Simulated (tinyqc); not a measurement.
## Voltage drop against the resistance of a horizontal segment

A grid of 13 by 13 nodes with segments Rx (rows) and Ry (columns); every node draws I1 and the central node kh I1; pads with resistance Rp sit at the nodes whose row and column are multiples of the pitch, counting from 0. The drops u = Vdd - V follow from G u = i, with G the conductance matrix and i the load currents, solved directly. Here the pitch is 3.

Values chosen for this exercise:

| symbol | value | unit | meaning |
|---|---|---|---|
| Vdd | 0.8 | V | supply voltage |
| Ry | 0.38 | ohm | resistance of a vertical segment |
| Rp | 0.19 | ohm | resistance from a pad node to the supply |
| kh | 3 |  | factor on the load at the hot node |
| I1 | 2.2 | mA | load current of a node in the large grid |

Results:
```
Rx (ohm)	pads	worst drop (mV)	mean drop (mV)	largest drop at a pad (mV)	largest pad current (mA)	worst drop over Vdd (%)
0.12	25	4.6325	3.8376	3.6777	19.356	0.57906
0.25	25	5.1246	4.1567	3.8191	20.101	0.64057
0.5	25	5.8864	4.6542	3.9554	20.818	0.73580
2	25	9.4596	6.9571	4.1731	21.964	1.1825
4	25	13.888	9.7460	4.2461	22.348	1.7360
8	25	22.679	15.210	4.2980	22.621	2.8348
```

Estimate the missing row, Rx = 1 ohm.

Computed row:
```
Rx (ohm)	pads	worst drop (mV)	mean drop (mV)	largest drop at a pad (mV)	largest pad current (mA)	worst drop over Vdd (%)
1	25	7.1606	5.4831	4.0765	21.455	0.89507
```

With this row back in the table: The worst drop rises from 4.63 to 22.7 mV and the mean drop rises from 3.84 to 15.2 mV. The worst drop goes as Rx^(0.14) between the first two rows and Rx^(0.71) between the last two. The central node is itself a pad.

Program tinyqc, `OMP_NUM_THREADS=1 python tinyqc.py 2770158 2770159 out.jsonl`; Intel Xeon 2.30GHz, shared host, one thread, about 0.09 s.
